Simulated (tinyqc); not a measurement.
Thin-film optics by transfer matrices: one step. Layer matrices and their product. The numbers come from values chosen for the exercise (indices near those of resist, ARC on W).

Indices N = n + i k. Snell: N0 sin(theta) = N_j sin(theta_j), with Im(N_j cos theta_j) >= 0. Admittance y_j = N_j cos theta_j for s and N_j/cos theta_j for p. Phase delta_j = 2 pi N_j cos theta_j d_j/lambda. Layer matrix [[cos delta, -i sin delta/y], [-i y sin delta, cos delta]], multiplied from the top down to M. (B, C) = M (1, y_sub); r = (y0 B - C)/(y0 B + C), R = |r|^2, T = 4 Re y0 Re y_sub/|y0 B + C|^2, absorbed in the films 1 - R - T.

y_j: ambient 3.863703, film 1 2.069471+0.015385i, film 2 2.055285+0.205721i, substrate 3.473284+2.439005i

delta_j (rad): film 1 8.545576+0.176918i, film 2 0.582916+0.142939i

Problem. Form each matrix and multiply from the top down.

Give: matrix of film 1; matrix of film 2; M.

Solution.

matrix of film 1:
$$\begin{pmatrix}
-0.6478-0.1370i & -0.0576-0.3776i \\
-0.2227-1.6207i & -0.6478-0.1370i
\end{pmatrix}$$

matrix of film 2:
$$\begin{pmatrix}
0.8434-0.0790i & 0.0309-0.2737i \\
0.3605-1.1183i & 0.8434-0.0790i
\end{pmatrix}$$

M:
$$\begin{pmatrix}
-1.0002-0.1361i & -0.1359-0.1409i \\
-0.7025-0.6743i & -1.0075-0.0535i
\end{pmatrix}$$

Each matrix has determinant 1, and so has M.

Run: tinyqc, `OMP_NUM_THREADS=1 python tinyqc.py 1681122 1681123 out.jsonl`; Intel(R) Xeon(R) Processor @ 2.30GHz, one thread, shared host; about 0.01 s of CPU time with all checks.
